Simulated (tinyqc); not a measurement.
## Haynes-Shockley experiment: what a collector records, against the distance from injector to collector

A sheet injected at x = 0, t = 0 gives at x = L the signal n(t) = N0 exp(-t/tau - (L - v t)^2/(4 D t))/sqrt(4 pi D t), D = mu Vt, v = mu F. Its peak lies at tp = [-D + sqrt(D^2 + u^2 L^2)]/u^2, u^2 = v^2 + 4 D/tau; dt is the full width at half height. Simple readings: mobility L/(F tp), diffusion coefficient (L dt/tp)^2/(16 ln 2 tp). Area v times the integral of n over N0: (v/u) exp(L (v - u)/(2 D)).

Values chosen for this exercise:
```
symbol,value,unit,meaning
T,250,K,temperature
mu,3820,cm^2/(V s),minority-carrier mobility
F,20,V/cm,sweep field along the drift
tau,2.2e-7,s,lifetime
```

Constants: q = 1.602176634e-19 C, kB = 1.380649e-23 J/K, Vt = kB T/q. Results are converted to the units shown.

Results:
```
L (um),L/v (us),tp (us),dt (us),apparent mobility (cm^2/(V s)),apparent D (cm^2/s),area,exp(-L/(v tau))
20,0.02618,0.01469,0.04008,6808,182.8,0.7975,0.8878
33,0.04319,0.02891,0.05766,5706,135.0,0.7414,0.8217
54,0.07068,0.05283,0.07908,5111,111.5,0.6590,0.7252
88,0.1152,0.09215,0.1054,4775,99.16,0.5445,0.5924
140,0.1832,0.1526,0.1364,4586,92.50,0.4067,0.4348
390,0.5105,0.4443,0.2343,4389,85.81,0.1000,0.09824
640,0.8377,0.7362,0.3020,4346,84.42,0.02460,0.02220
```

Estimate the missing row, L = 240 um.

Computed row:
```
L (um),L/v (us),tp (us),dt (us),apparent mobility (cm^2/(V s)),apparent D (cm^2/s),area,exp(-L/(v tau))
240,0.3141,0.2693,0.1820,4457,88.09,0.2321,0.2398
```

With this row back in the table: True values: mu = 3820 cm^2/(V s), D = 82.3 cm^2/s. The apparent mobility is 78 % above the true one in the first row and 14 % above it in the last, and the apparent D 2.22 times and 2.6 % above D. The peak always comes before L/v, since spreading and decay both weigh down the later part of the signal; the shift is 44 % and 12 % in these rows.

Program tinyqc, `OMP_NUM_THREADS=1 python tinyqc.py 2310107 2310108 out.jsonl`; Intel Xeon 2.30GHz, shared host, one thread, about 0.01 s.
